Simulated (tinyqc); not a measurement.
Width of the well: finite square well with mass mismatch (envelope functions).

A square well of width L and depth V0, mass mw inside and mb outside, energies from the bottom of the well, c = hbar^2/2m0. k = sqrt(mw E/c), kappa = sqrt(mb (V0 - E)/c). psi and psi'/m are continuous at the walls (BenDaniel-Duke), so level n solves k L + 2 atan[(k/mw)/(kappa/mb)] = n pi.

Constants: hbar^2/2m0 = 3.80998211 eV angstrom^2.

Parameters, chosen for this exercise (near those of a GaAs well in AlGaAs; not measured data): V0 = 0.17 eV (barrier height); mw = 0.0656 m0 (mass in the well); mb = 0.0844 m0 (mass in the barrier); Ls = (29, 36, 45, 57, 71, 89, 111) angstrom (widths).

Levels against L, beside the infinite well E1(hard) = c (pi/L)^2/mw; Pb is the probability of level 1 in the barriers; a dash marks an unbound level.

Levels:

| L (angstrom) | bound levels | E1 (eV) | E2 (eV) | E1(hard) (eV) | Pb |
|---|---|---|---|---|---|
| 29 | 1 | 0.1039 | - | 0.6816 | 0.405 |
| 36 | 1 | 0.0885 | - | 0.4423 | 0.309 |
| 45 | 1 | 0.0726 | - | 0.2831 | 0.223 |
| 57 | 1 | 0.0570 | - | 0.1764 | 0.151 |
| 71 | 2 | 0.0442 | 0.1553 | 0.1137 | 0.101 |
| 89 | 2 | 0.0331 | 0.1245 | 0.0724 | 0.065 |
| 111 | 2 | 0.0244 | 0.0945 | 0.0465 | 0.040 |

What does the comparison show, and why?

The infinite well overestimates E1 by a factor 6.56 at 29 angstrom and 1.91 at 111 angstrom. The local exponent d ln E1/d ln L goes from -0.74 (first two rows) to -1.39 (last two), towards the -2 of hard walls, as Pb falls from 0.405 to 0.040. E2 - E1 is largest at 71 angstrom of the widths listed.

(tinyqc, `OMP_NUM_THREADS=1 python tinyqc.py 1252296 1252297 out.jsonl`, Intel(R) Xeon(R) Processor @ 2.30GHz, 1 thread, shared host, about 0.01 s.)
